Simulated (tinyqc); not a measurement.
Inside a calculation: three-band (Emery) model of a CuO2 plane downfolded to one band. Values are carried at full precision from step to step, so a last printed digit may differ when a step is redone from the rounded ones.

Electron picture, d at 0 and the oxygen p orbitals at -D; sx = sin(kx a/2), sy = sin(ky a/2). H = [[0, 2 tpd sx, -2 tpd sy], [., -D, -4 tpp sx sy], [., ., -D]], real and symmetric. The top (antibonding) band crosses the Fermi level.

Values chosen for the exercise (of the size used for cuprate planes; the results hold for these values, not for the real material):
- D = 2.1 eV (ed - ep)
- tpd = 1.26 eV (d-p hopping)
- tpp = 0.73 eV (p-p hopping)
- k = (0.72, 0.18) pi/a (wave vector)

## H at one k

Fill in the matrix.

sx, sy: [0.90483, 0.27899]

H (eV), rows d, px, py and columns alike:
```
[[0, 2.28016, -0.70306],
 [2.28016, -2.10000, -0.73712],
 [-0.70306, -0.73712, -2.10000]]
```

## Exact levels

Diagonalise.

levels (eV): [-3.6048, -2.3128, 1.7176]

weights of the top band: d 0.6541, px 0.2826, py 0.0633

## Loewdin downfolding onto d

h(E) = H_dd + V (E - H_pp)^-1 V^T with V = H_dp. The level solves E = h(E). Newton: start at E = 0, set Z = 1/(1 - dh/dE) = 1/(1 + |(E - H_pp)^-1 V^T|^2) and E(new) = E + Z (h - E); stop when the step is below 1e-9 eV.

Iterations:
```
i   E (eV)  h(E) (eV)       Z
0  0.00000    3.70335  0.2817
1  1.04315    2.16994  0.5402
2  1.65181    1.75309  0.6446
3  1.71709    1.71783  0.6540
4  1.71757    1.71757  0.6541
5  1.71757    1.71757  0.6541
```

The first value, h(0) = 3.7033 eV, is the energy-independent downfolding; the root is 1.7176 eV, so h(0) is 116 % too high. The final Z is the d weight of the state.

## Hoppings of the top band

One-band form E = e0 - 2t (cos kx + cos ky) - 4t' cos kx cos ky - 2t'' (cos 2kx + cos 2ky) - 4t''' (cos 2kx cos ky + cos kx cos 2ky), k in 1/a. Each hopping is minus the mean of E cos(m kx) cos(n ky) over a 12 x 12 mesh, k = (j + 1/2) 2 pi/12.

Fourier coefficients of the exact top band.

e0, t, t', t'', t''' (eV): [2.0395, 0.4928, -0.0401, 0.0473, -0.0018]

t'/t = -0.081

## The one-band model at k

Evaluate the one-band form at k with e0 and t alone, with t' added, and with all four hoppings.

E (eV): (t alone) 1.8356, (t and t') 1.7492, (all four) 1.7235

The three-band value is 1.7176 eV.

## Checks

- Top level at (1,1) against the root of E (E + D - 4 tpp) = 8 tpd^2: both 3.99732.

Program tinyqc; command `OMP_NUM_THREADS=1 python tinyqc.py 1480865 1480866 out.jsonl`; about 0.06 s on one thread of a shared Intel(R) Xeon(R) Processor @ 2.30GHz.
